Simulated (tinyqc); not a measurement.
Inside a calculation. Model: a particle near a wafer in liquid: double-layer and van der Waals forces (DLVO), deposition barrier and removal. Computed by tinyqc, a small Python program that keeps every step. Command: `OMP_NUM_THREADS=1 python tinyqc.py 3111347 3111348 out.jsonl dlvo walk`. One thread of a shared host (Intel(R) Xeon(R) Processor @ 2.30GHz), about 0.01 s of CPU time with the checks. Intermediate numbers are printed to about 6 digits and carried at full precision; extremes and crossings named in words are read from the listed rows.

Sphere and flat wall, Derjaguin approximation, constant potentials in the linear-superposition form, no retardation and no hydration force.

Inputs (values chosen for the exercise, of the order of those for silica on silicon in water): particle radius R = 15 nm; Hamaker constant A = 1.1e-20 J; potential of the particle psi_1 = -45 mV; potential of the wafer psi_2 = -34 mV; salt concentration c = 0.061 mol/L; valence z of the symmetric salt = 1; temperature T = 323 K; dielectric constant of the liquid = 69.9; gap h = 7.6 nm; contact distance h0 = 0.3 nm; contact radius over R = 0.16; viscosity = 0.94 mPa s.

Constants: e = 1.602176634e-19 C; N_A = 6.02214076e+23 1/mol; eps_0 = 8.8541878128e-12 F/m; k_B = 1.380649e-23 J/K; k_B = 8.617333262e-05 eV/K.

## Screening

kappa^2 = 2 z^2 e^2 N_A (1000 c)/(eps eps_0 k_B T); gamma_i = tanh(z e psi_i/(4 k_B T)); Z = 64 pi eps eps_0 (k_B T/(z e))^2 gamma_1 gamma_2.

kappa = 0.826628 1/nm

Debye length = 1.20973 nm

gamma_1 = -0.383522

gamma_2 = -0.296230

Z = 10.9528 pN

kappa R = 12.3994

Like signs: the double layers repel.

## Energy and force at one gap

U(h) = Z R exp(-kappa h) - A R/(6 h); F(h) = -dU/dh = kappa Z R exp(-kappa h) - A R/(6 h^2), positive for repulsion.

double-layer energy = 0.0688546 k_B T

van der Waals energy = -0.811397 k_B T

U(h) = -0.742542 k_B T

F(h) = -0.222287 pN

## The curve

The formulas are those given above.

Against the gap:
```
h (nm)  kappa h  U (k_B T)        F (pN)
0.4      0.3307    11.0521  -7.43026e+01
0.6      0.4960    12.1576   6.31521e+00
1.0      0.8266     9.9521   3.19192e+01
1.5      1.2399     6.5507   2.70809e+01
2.5      2.0666     2.1981   1.27960e+01
4.0      3.3065    -0.1917   3.25779e+00
7.0      5.7864    -0.7679  -1.44424e-01
12.0     9.9195    -0.5121  -1.84290e-01
20.0    16.5326    -0.3083  -6.87410e-02
40.0    33.0651    -0.1542  -1.71875e-02
```

Caution: in rows where h is not small against R, A R/(6 h) overstates the van der Waals term. Caution: in rows with kappa h below 1 linear superposition is only rough.

## Barrier and secondary minimum

F = 0 reads x^2 exp(-x) = y with x = kappa h and y = A kappa/(6 Z); the left side peaks at x = 2 with 4/e^2 = 0.5413, so roots exist for smaller y: x < 2 is the barrier, x > 2 the secondary minimum.

y = 0.138365

position of the barrier = 0.569387 nm

barrier height = 12.1800 k_B T

position of the secondary minimum = 6.43735 nm

energy at the secondary minimum = -0.777922 k_B T

A barrier of this size slows deposition by roughly exp(barrier).

## Critical salt concentration

The barrier height is zero when U = 0 and F = 0 together: kappa h = 1 and kappa = 6 Z/(e A), e = 2.718282 here; c follows from kappa^2, with the potentials held fixed.

critical kappa = 2.19781 1/nm

critical concentration = 0.431211 mol/L

## Adding salt

kappa scales as sqrt(c); potentials are held fixed. A dash marks rows without a maximum.

Against the concentration:
```
c (mol/L)  Debye length (nm)  barrier at (nm)  barrier (k_B T)  minimum at (nm)  minimum (k_B T)
4.31e-05             45.5110          2.84776          32.4409      4.67051e+02     -1.19167e-02
4.31e-04             14.3918          1.64327          29.1131      1.26716e+02     -4.31378e-02
4.31e-03              4.5511          0.97107          23.4119      3.30886e+01     -1.60733e-01
2.16e-02              2.0330          0.69148          17.3008      1.24419e+01     -4.14648e-01
8.62e-02              1.0177          0.53745          10.2516      5.12861e+00     -9.63807e-01
2.16e-01              0.6429          0.47443           4.6150      2.71945e+00     -1.73154e+00
3.88e-01              0.4797          0.45559           0.7152      1.74254e+00     -2.56473e+00
6.47e-01              0.3715          0.46844          -2.7256      1.10802e+00     -3.69968e+00
1.29e+00              0.2631                -                -                -                -
```

At low salt the barrier tends to Z R = 36.8 k_B T; it is half of that between 0.0043 and 0.022 mol/L and changes sign at 0.43 mol/L, while the secondary minimum deepens to -2.6 k_B T at 0.9 of that.

## Removing an attached particle

Adhesion F_a = A R/(6 h0^2) [1 + a^2/(R h0)] - kappa Z R exp(-kappa h0), a the contact radius. Drag in a shear flow F_d = 1.7 x 6 pi mu R^2 G, acting at 1.4 R; rolling starts when 1.4 R F_d = a F_a. Wall shear stress = mu G.

van der Waals adhesion = 696.667 pN

net adhesion F_a = 590.686 pN

wall shear stress for rolling = 9363.02 Pa

shear rate G = 9.96066e+06 1/s

Checks made by the program: force against a difference of U (relative difference below 1e-10).
